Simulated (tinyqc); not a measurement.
Worked calculation: UHF in the sto-3g basis, for H4, spin multiplicity 3. This run ends on a higher stationary point, not on the lowest solution. Computed by tinyqc, a small Python program that keeps every step (integrals from PySCF). Settings: charge = 0, multiplicity = 3, basis = sto-3g, energy threshold = 1e-10, iteration cap = 67, orthogonalisation = symmetric, start = core, DIIS depth = 6, method = UHF. Command: `OMP_NUM_THREADS=1 python tinyqc.py 24693 24694 out.jsonl` (the two numbers bound the seeds that draw the settings). One thread of a shared host (Intel(R) Xeon(R) Processor @ 2.60GHz), about 0.08 s of CPU time with the checks.

Geometry (angstrom):
```
atom         x         y         z
H     0.000000  0.000000  0.000000
H     0.000000  0.000000  0.995000
H     0.000000  1.624000  0.000000
H     0.000000  1.624000  0.995000
```

Stop when the energy changes by less than 1e-10 hartree and every element of the error matrix X^T (F D S - S D F) X (for each spin) is below 3e-06.

Course of the cycle:
```
iteration  E (hartree)    change  largest element of the error matrix
1          -1.79284358         -                             7.33e-16
2          -1.79284358  0.000000                             6.07e-16
```

Can the last value be used, and what does the course show?

No, though the log alone does not show it. Converged in 2 iterations. But the solution lies 0.02695 hartree above the reference: it is another stationary point, not the lowest one. Reruns (cap 100 unless said): DIIS 8: converged in 2 to a higher stationary point; damping 0.5: converged in 2 to a higher stationary point; level shift 0.5: converged in 2 to a higher stationary point; atomic densities as start, DIIS 8: converged in 3 to a higher stationary point. PySCF UHF in the same basis, after a stability check = -1.81979009 hartree.
